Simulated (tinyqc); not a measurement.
# Trap density by the high-low method

Inverse problem. In depletion, where minority carriers are negligible, a MOS capacitor has 1/C_LF = 1/Cox + 1/(Cd + q Dit) and 1/C_HF = 1/Cox + 1/Cd. Find Cd and Dit.

Constants: q = 1.602176634e-19 C. Results are converted to the units shown.

Cox, C_LF, C_HF (uF/cm^2): [1.3850480, 0.81468145, 0.66343209]

Answer. Removing Cox from each series combination leaves Cd + q Dit and Cd; their difference over q is Dit.

Cd = 1.273 uF/cm^2
Dit = 4.400e12 cm^-2 eV^-1

Computed by the program tinyqc: `OMP_NUM_THREADS=1 python tinyqc.py 2060074 2060075 out.jsonl`, one thread of a shared Intel Xeon 2.30GHz, about 0.01 s for the whole run.
